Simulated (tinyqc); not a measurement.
Inside a calculation: three-level Kane dispersion of a narrow-gap semiconductor. Values are carried at full precision from step to step, so a last printed digit may differ when a step is redone from the rounded ones.

Zero of energy at Gamma8, c = hbar^2/2m0, P^2 = Ep c. The free-electron term and remote bands are left out, so the heavy holes are flat at E = 0 and the other three bands obey E (E - Eg)(E + Dso) = P^2 k^2 (E + 2 Dso/3). The conduction band is the highest root; its edge is Ec = max(Eg, 0).

Constants: hbar^2/2m0 = 3.80998211 eV angstrom^2; hbar = 6.58211957e-16 eV s; e^2/(4 pi eps0) = 14.39964547 eV angstrom; muB = 5.788381798e-05 eV/T.

Parameters, chosen for this exercise (near those of HgTe; not measured data):
```
symbol  value    unit        meaning
Eg      -0.304   eV          E(Gamma6) - E(Gamma8)
Dso     1.13     eV          spin-orbit splitting
Ep      19.4     eV          Kane energy
k       0.009    1/angstrom  wave vector
n       1.7e+18  cm^-3       electron density
eps     14.6                 high-frequency dielectric constant
B       4.6      T           magnetic field
```

## The three bands at one k

Expand the equation into E^3 + a2 E^2 + a1 E + a0 = 0 and give its roots; compare with the two-level form (Dso to infinity) E = Eg/2 +/- sqrt(Eg^2/4 + (2/3) P^2 k^2).

P^2 k^2 = 0.005987 eV^2

a2, a1, a0: [1.434000, 0.337533, -0.004510]

roots (eV): [-1.1324, -0.3143, 0.0127]

two-level form (eV): [-0.3166, 0.0126]

The two-level form misses the highest root by -0.1 meV. The order is inverted: the band that would be the light hole curves upward from Gamma8 and touches the heavy holes, so there is no gap.

## Mass at the edge and limiting velocity

For Eg < 0 the conduction band starts at Gamma8 with m0* = 3 |Eg|/(2 Ep). In the two-level form the velocity tends to v = sqrt(2/3) P/hbar, and |Eg| = 2 m v^2 with m = 3 |Eg|/(2 Ep), as for a relativistic particle. 1 angstrom = 1e-10 m.

m0* = 0.02351 m0
P = 8.5973 eV angstrom
v = 1.066e+06 m/s
k at which the linear part sets in, |Eg|/(2 hbar v) = 0.02165 1/angstrom

## Fermi level and mass at a given density

Degenerate electrons at T = 0: kF = (3 pi^2 n)^(1/3), 1 cm^-3 = 1e-24 angstrom^-3; EF is the highest root at kF. The momentum (cyclotron, optical) mass is m(E) = hbar^2 k/(dE/dk) = c d(k^2)/dE with d(k^2)/dE = k^2 [1/E + 1/(E - Eg) + 1/(E + Dso) - 1/(E + 2 Dso/3)]; the density of states is k d(k^2)/dE/(2 pi^2).

Edge mass m0* = 3 |Eg|/(2 Ep).

Compare EF - Ec with the parabolic value c kF^2/m0*.

kF = 0.03692 1/angstrom
EF - Ec = 0.1551 eV
parabolic value = 0.2210 eV
m(EF) = 0.04312 m0
m(EF)/m0* = 1.834
density of states at EF = 2.117e+19 1/(eV cm^3)

The parabola overstates EF - Ec by a factor of 1.42; (EF - Ec)/|Eg| = 0.51, and the two-level rule 1 + 2 (EF - Ec)/|Eg| = 2.021 estimates the mass ratio.

## Plasma and cyclotron energies

hbar wp = sqrt(8 pi c (e^2/4 pi eps0) n/(eps m)), hbar wc = 2 muB B/m (classical limit), with m = m(EF) and, for comparison, the edge mass; n in angstrom^-3.

hbar wp with m(EF), with m0* (meV): [61.02, 82.65]

hbar wc with m(EF), with m0* (meV): [12.35, 22.66]

EF - Ec = 155.1 meV is 13 times hbar wc, so the classical value applies.

## Checks

- Roots of the cubic against the 8 x 8 Kane matrix without remote terms: they agree to 1e-10 or better.
- m(E) near the edge against m0*: both 0.02351.

Program tinyqc; command `OMP_NUM_THREADS=1 python tinyqc.py 1080166 1080167 out.jsonl`; about 0.01 s on one thread of a shared Intel(R) Xeon(R) Processor @ 2.30GHz.
